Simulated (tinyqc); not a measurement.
# Scattering rates of a carrier in a spherical band by Fermi's golden rule, step by step

A worked calculation. Computed by tinyqc, a small Python program that keeps every step. Command: `OMP_NUM_THREADS=1 python tinyqc.py 3006312 3006313 out.jsonl scatter walk`. One thread of a shared host (Intel(R) Xeon(R) Processor @ 2.30GHz), about 0.01 s of CPU time with the checks. Intermediate numbers are printed to about 5 digits and carried at full precision; extremes and crossings named in words are read from the listed rows.

All processes here are isotropic or elastic, and the rate listed is the momentum relaxation rate.

Inputs (values chosen for the exercise, modelled on electrons in germanium): density-of-states mass of one valley m = 0.222 m_0; non-parabolicity alpha = 0.63 1/eV; static permittivity eps_s = 16; density rho = 5323 kg/m^3; sound velocity v_l = 5390 m/s; acoustic deformation potential D_A = 10 eV; phonon energy hbar w = 30.6 meV; optical or intervalley deformation potential D_o = 4.8 1e8 eV/cm; final valleys Z_f = 3; ionised impurity density N_I = 1.3e+15 1/cm^3; temperature T = 500 K; carrier energy E = 210 meV; alloy fraction x = 0.39; alloy potential U = 0.63 eV; lattice constant a = 5.41 angstrom.

Crystal: non-polar. Band: Kane. Impurity formula: Brooks-Herring. Further scattering: alloy.

Constants: m_0 = 9.1093837015e-31 kg; e = 1.602176634e-19 C; hbar = 1.054571817e-34 J s; k_B = 8.617333262e-05 eV/K; eps_0 = 8.8541878128e-12 F/m; k_B = 1.380649e-23 J/K; hbar = 6.582119569e-16 eV s.

## The band at energy E

Kane band: hbar^2 k^2/(2 m) = E (1 + alpha E), speed v = hbar k/(m (1 + 2 alpha E)), states per spin, volume and energy g(E) = m k (1 + 2 alpha E)/(2 pi^2 hbar^2); overlap factors are set to 1. Masses are multiplied by m_0 and all formulas are in SI units.

wave number k = 1.1771 1/nm

speed v = 4.8539e+05 m/s

g(E) = 2.1970e+20 1/(eV cm^3)

Non-parabolicity raises g(E) by a factor 1.346 and changes the speed by a factor 0.841 against a parabolic band at the same E.

## Phonon occupation and screening length

Phonon occupation N_q = 1/(exp(hbar w/(k_B T)) - 1). Debye screening by free carriers of density N_I: L_s = sqrt(eps_s eps_0 k_B T/(e^2 N_I)).

N_q = 0.96675

screening length L_s = 171.19 nm

Above the threshold emission is favoured over absorption by (N_q + 1)/N_q = exp(hbar w/k_B T) = 2.03, apart from the density of final states.

## Acoustic phonons

Acoustic deformation potential (elastic, equipartition, absorption and emission together): 1/tau = 2 pi k_B T D_A^2 g(E)/(hbar rho v_l^2).

acoustic rate = 9.3619e+12 1/s

## Optical or intervalley phonons

Optical or intervalley deformation potential: 1/tau = (pi Z_f D_o^2/(rho w)) [N_q g(E + hbar w) + (N_q + 1) g(E - hbar w)], with g = 0 below the band edge.

absorption rate = 3.3216e+12 1/s

emission rate = 5.3970e+12 1/s

Emission is 1.62 times absorption here.

## Ionised impurities

Singly charged impurities, momentum relaxation: 1/tau = N_I e^4 m (1 + 2 alpha E) Phi/(8 pi (eps_s eps_0)^2 hbar^3 k^3), with alpha = 0 for a parabolic band. Brooks-Herring: Phi = ln(1 + b) - b/(1 + b), b = 4 k^2 L_s^2.

b = 1.6242e+05

ionised-impurity rate = 2.4973e+09 1/s

## All rates at E

Alloy disorder: 1/tau = (2 pi/hbar) Omega x (1 - x) U^2 g(E), Omega = a^3/4 (other conventions for Omega rescale U). Rates add: 1/tau_m is the sum, and the mean free path is v tau_m.

Momentum relaxation rates:
```
process             rate (1/s)  share (%)
acoustic            9.3619e+12     36.116
optical absorption  3.3216e+12     12.814
optical emission    5.3970e+12     20.820
ionised impurity    2.4973e+09  0.0096339
alloy               7.8388e+12     30.240
```

momentum relaxation time tau_m = 38.578 fs

mean free path = 18.725 nm

The largest rate is acoustic (36 %), then alloy (30 %).

## Rates against energy

The formulas are those given above.

Momentum relaxation rates (1e12/s) and the total time:
```
E (meV)  acoustic  optical absorption  optical emission  ionised impurity   alloy  tau_m (fs)
3.1         0.849              0.9365            0.0000        8.0424e-01   0.711      302.91
7.7         1.348              1.0053            0.0000        2.3391e-01   1.129      269.06
15.0        1.903              1.1090            0.0000        9.3863e-02   1.594      212.76
28.0        2.653              1.2818            0.0000        3.9778e-02   2.221      161.39
34.0        2.950              1.3577            0.5775        3.0442e-02   2.470      135.38
46.0        3.494              1.5046            1.2522        2.0071e-02   2.926      108.73
67.0        4.350              1.7503            1.9881        1.1957e-02   3.643       85.15
110.0       5.928              2.2300            3.1290        6.0492e-03   4.964       61.51
180.0       8.338              2.9926            4.7326        3.0823e-03   6.981       43.39
310.0      12.851              4.4511            7.6348        1.4686e-03  10.760       28.01
```

The largest rate is optical absorption at 3.10, acoustic from 7.70 to 310 meV. Crossing hbar w = 30.6 meV opens emission: tau_m goes from 161 to 135 fs between the two rows around it. The impurity rate goes between the last rows as E^-1.36; the acoustic rate follows g(E) and grows by a factor 15.1 over the table (10.0 for a parabolic band). At 3.1 meV hbar/tau exceeds E/2, so the golden rule loses its meaning there.

Checks made by the program: Brooks-Herring rate against the angular integral of the screened Coulomb matrix element (relative difference below 1e-10).
